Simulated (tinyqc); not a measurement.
Worked calculation: FCI on RHF in the 6-31g basis, for He, spin multiplicity 1. One step of it, computed by the program tinyqc.

Problem. Integrals over molecular orbitals. (pq|rs) = sum C_ip C_jq C_kr C_ls (ij|kl), one index at a time.

coefficients C:
```
             MO1        MO2
1He 1s  0.592081  -1.149818
1He 2s  0.513586   1.186959
```

core Hamiltonian H = T + V (hartree):
```
           1He 1s     1He 2s
1He 1s  -1.879626  -1.546409
1He 2s  -1.546409  -1.295190
```

Two-electron integrals (ij|kl) in chemists' order, unique and non-zero (hartree):
```
(11|11) 1.543936   (21|11) 0.785447   (21|21) 0.427025   (22|11) 0.803952
(22|21) 0.476190   (22|22) 0.615938
```

Give: one-electron integrals over orbitals h = C^T H C; Two-electron integrals over orbitals.

Solution.

one-electron integrals over orbitals h = C^T H C (hartree):
```
        1       2
1  -1.941   0.316
2   0.316  -0.089
```

Two-electron integrals over orbitals (pq|rs), unique and non-zero (hartree):
```
(11|11) 1.027    (21|11) -0.316   (21|21) 0.228    (22|11) 0.858
(22|21) -0.256   (22|22) 0.766
```
